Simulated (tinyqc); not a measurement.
# Bandgap voltage reference from two bipolar transistors: output against temperature

Two transistors of area 1 and N carry the same current I. Is(T) = Is (T/T0)^eta exp[(Vg0 q/kB)(1/T0 - 1/T)], VBE1 = Vt ln(I/Is(T)) + I rb, VBE2 = Vt ln(I/(N Is(T))) + I rb/N. The amplifier forces I R1(T) = VBE1 - VBE2 + Vos, with R(T) = R (1 + tc (T - T0)) for both resistors, and the output is Vref = VBE1 + I R2(T). Base currents and the Early effect are neglected.

Vt = kB T/q; I = (Vt ln N + Vos)/(R1(T) - rb (1 - 1/N)).

Parameters, values chosen for the exercise; values of the order met in silicon bipolar transistors:
```
symbol    value   unit                                                   meaning
T0          323      K                                     reference temperature
Vg0       1.205      V                      band-gap voltage extrapolated to 0 K
eta         3.4                   temperature exponent of the saturation current
Is      8.3e-16      A           saturation current of the unit transistor at T0
N             8                              area ratio of the second transistor
R1            4   kohm  resistor across which the difference of VBE falls, at T0
tc            0  ppm/K                 temperature coefficient of both resistors
Vos           0     mV                                   offset of the amplifier
rb            0    ohm                  series resistance of the unit transistor
R2        40.41   kohm                                     output resistor at T0
```

Constants: q = 1.602176634e-19 C, kB = 1.380649e-23 J/K. Results are converted to the units shown.

Result of one run:
```
I (uA)  VBE1 (V)  I R2 (V)  Vref (V)  Vref - Vref(T0) (mV)  dVref/dT (uV/K)
18.95     0.4629    0.7658     1.229                -12.42           -150.8
```

Which temperature T gave this result: 218, 233, 298, 398 or 423 K?

T = 423 K.

The whole series:
```
T (K)  I (uA)  VBE1 (V)  I R2 (V)  Vref (V)  Vref - Vref(T0) (mV)  dVref/dT (uV/K)
218     9.766    0.8524    0.3946     1.247                 5.992           -13.75
233     10.44    0.8250    0.4218     1.247                 5.681           -27.52
253     11.33    0.7881    0.4580     1.246                 4.958           -44.55
273     12.23    0.7508    0.4942     1.245                 3.908           -60.28
298     13.35    0.7038    0.5395     1.243                 2.171           -78.40
323     14.47    0.6564    0.5847     1.241                     0           -95.06
348     15.59    0.6085    0.6300     1.239                -2.572           -110.5
373     16.71    0.5603    0.6752     1.236                -5.515           -124.8
398     17.83    0.5118    0.7205     1.232                -8.806           -138.2
423     18.95    0.4629    0.7658     1.229                -12.42           -150.8
```

VBE1 falls by 1.90 mV/K on average and I R2 rises by 1.81 mV/K. The slope of Vref vanishes at T = 204 K. Between 233 and 398 K Vref spans 14.5 mV, or 70.7 ppm/K by the box method (span over the average over T, over 165 K).

tinyqc, about 0.02 s, one thread, Intel Xeon 2.30GHz (shared host): `OMP_NUM_THREADS=1 python tinyqc.py 2062158 2062159 out.jsonl`
